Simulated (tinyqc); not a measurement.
# Worked calculation: a spin-degenerate level with charging energy between two leads, rate equations

tinyqc, about 0.01 s, one thread, Intel Xeon 2.30GHz (shared host): `OMP_NUM_THREADS=1 python tinyqc.py 2780011 2780012 out.jsonl` Printed values are rounded.

States 0, up, down and 2 with energies 0, e1 - Ez/2, e1 + Ez/2 and 2 e1 + U. mu_L = +V/2, mu_R = -V/2 (meV), f(x) = 1/(1 + exp(x/kB T)). A transition that adds one electron of given spin at the energy E has the rate G f(E - mu) from each lead, and its reverse G [1 - f(E - mu)]. I counts electrons leaving the left lead, times q.

Parameters, values chosen for the exercise: charging energy of the second electron U = 10.2 meV; level e1 = -2.65 meV; tunnel rate to the left lead GL = 1.8 1/ns; tunnel rate to the right lead GR = 0.8 1/ns; temperature T = 6.5 K; bias V = 6.2 mV; Zeeman splitting Ez = 0 meV; time step dt = 0.23 ns.

Constants: q = 1.602176634e-19 C, kB = 1.380649e-23 J/K, Vt = kB T/q. Results are converted to the units shown.

Range of the model: Rate equations need hbar G well below kB T; cotunnelling and the Kondo effect are left out.

## Transition energies and Fermi factors

Transition energies: 0-up e1 - Ez/2, 0-down e1 + Ez/2, up-2 e1 + U + Ez/2, down-2 e1 + U - Ez/2.

| transition | E (meV) | fL | fR |
|---|---|---|---|
| 0-up | -2.65000 | 0.999965 | 0.309301 |
| 0-down | -2.65000 | 0.999965 | 0.309301 |
| up-2 | 7.55000 | 0.000354 | 0.000000 |
| down-2 | 7.55000 | 0.000354 | 0.000000 |

## Rate matrix

dp/dt = W p; W_ji is the rate from state i to j, and each column sums to zero.

W (1/ns):

|  | 0 | up | down | 2 |
|---|---|---|---|---|
| 0 | -4.09476 | 0.55262 | 0.55262 | 0.00000 |
| up | 2.04738 | -0.55326 | 0.00000 | 2.59936 |
| down | 2.04738 | 0.00000 | -0.55326 | 2.59936 |
| 2 | 0.00000 | 0.00064 | 0.00064 | -5.19872 |

## Steady state and current

Steady state: W p = 0 with sum p = 1. I = q GL sum over transitions i-j of [fL p_i - (1 - fL) p_j].

p: 0 0.118898, up 0.440497, down 0.440497, 2 0.000108
mean number of electrons = 0.881210
I = 68.5947 pA

In units of q GL GR/(GL + GR) = 88.7 pA the current is 0.773; two independent spin channels fully inside the bias window would give 2.

## Step 1: time step

p at the start: 0 1, up 0, down 0, 2 0

Explicit Euler step: p(new) = p + dt W p.

p after step 1: 0 0.058206, up 0.470897, down 0.470897, 2 0.000000

## Step 2: time step

As before.

p after step 2: 0 0.123093, up 0.438384, down 0.438384, 2 0.000138

## Relaxation from the empty dot

Stop when no probability changes by more than 1e-8 in a step, or after 400 steps.

Course of the iteration:

| step | p(0) | p(up) | p(down) | p(2) / 1e-4 | largest change |
|---|---|---|---|---|---|
| 1 | 0.058206 | 0.470897 | 0.470897 | 0.00000 | 0.942 |
| 2 | 0.123093 | 0.438384 | 0.438384 | 1.38196 | 0.0649 |
| 3 | 0.118605 | 0.440647 | 0.440647 | 1.01609 | 4.49e-3 |
| 4 | 0.118919 | 0.440486 | 0.440486 | 1.09433 | 3.14e-4 |
| 5 | 0.118896 | 0.440498 | 0.440498 | 1.07854 | 2.26e-5 |
| 6 | 0.118898 | 0.440497 | 0.440497 | 1.08167 | 1.76e-6 |
| 7 | 0.118898 | 0.440497 | 0.440497 | 1.08105 | 1.61e-7 |
| 8 | 0.118898 | 0.440497 | 0.440497 | 1.08118 | 1.89e-8 |
| 9 | 0.118898 | 0.440497 | 0.440497 | 1.08115 | 2.83e-9 |

The steps settle after 9 steps (2.07 ns) on the steady state above. The decay rates of W are 0.553, 4.65 and 5.20 1/ns; stability needs dt below 2 over the largest, 0.385 ns.
